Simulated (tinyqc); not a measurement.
Trench capacitor in an array: capacitance, non-linearity, leakage and relaxation: two steps of the calculation.

A film between two metal electrodes, each interface adding a series capacitance ci. The small-signal permittivity is ek (1 + aq E^2); the field is found with the linear permittivity. Leakage J = J0 sinh(E/Ef). After a voltage step the film passes a relaxation current kr C V tt^(-nr), tt being the time in seconds. The sidewall is a coaxial capacitor with radii a = dm/2 - t and b = dm/2, depth AR dm; the end face is left out.

Values chosen for this exercise; permittivity of the order of that of silicon nitride: relative permittivity of the film ek = 7.06; film thickness t = 28 nm; capacitance of each electrode interface (dead layer and screening) ci = 1000 uF/cm^2; quadratic field coefficient of the permittivity aq = 0.0028 cm^2/MV^2; bias V = 1.2 V; leakage prefactor J0 = 3.4e-10 A/cm^2; field for an e-fold rise of the leakage Ef = 0.48 MV/cm; diameter of the hole dm = 170 nm; aspect ratio, depth over diameter AR = 10; pitch of the square array pt = 280 nm; resistivity of the inner electrode rho = 1100 uohm cm.

Constants: eps0 = 8.8541878128e-14 F/cm where lengths are in cm. Results are converted to the units shown.

Task 1. Planar capacitance, field and non-linearity. Planar film: Cf = eps0 ek/t, 1/C = 1/Cf + 2/ci, EOT = 3.9 eps0/C, effective permittivity C t/eps0, E = (V/t) C/Cf; quadratic coefficient [C(V)/C - 1]/V^2 with Cf (1 + aq E^2) in C(V).

Find: Cf; C; EOT; effective permittivity; E; quadratic coefficient; J.

Result 1.

Cf = 0.2233 uF/cm^2
C = 0.2232 uF/cm^2
EOT = 15.47 nm
effective permittivity = 7.057
E = 0.4284 MV/cm
quadratic coefficient = 356.7 ppm/V^2
J = 3.454e-10 A/cm^2

The interfaces take 0.0446 % of the voltage.

Task 2. Cell capacitance, fields and time constant. Per length 1/c = ln(b/a)/(2 pi eps0 ek) + (1/a + 1/b)/(2 pi ci); cell capacitance c AR dm; per footprint over pt^2; fields c V/(2 pi eps0 ek r) at r = a and b; resistance of the inner electrode rho AR dm/(pi a^2); time constant R C/3 of the distributed line.

Wanted: a; b; cell capacitance; capacitance per footprint; field at a; field at b; R; R C/3.

Result 2.

a = 57.000 nm
b = 85.000 nm
cell capacitance = 1.6702 fF
capacitance per footprint = 2.1303 uF/cm^2
field at a = 0.52660 MV/cm
field at b = 0.35313 MV/cm
R = 1.8321 kohm
R C/3 = 1.0199 ps

The array gives 9.55 times the planar capacitance per footprint; curvature makes the field at the inner electrode 1.23 times the planar value.

Program tinyqc, `OMP_NUM_THREADS=1 python tinyqc.py 2102053 2102054 out.jsonl`; Intel Xeon 2.30GHz, shared host, one thread, about 0.01 s.
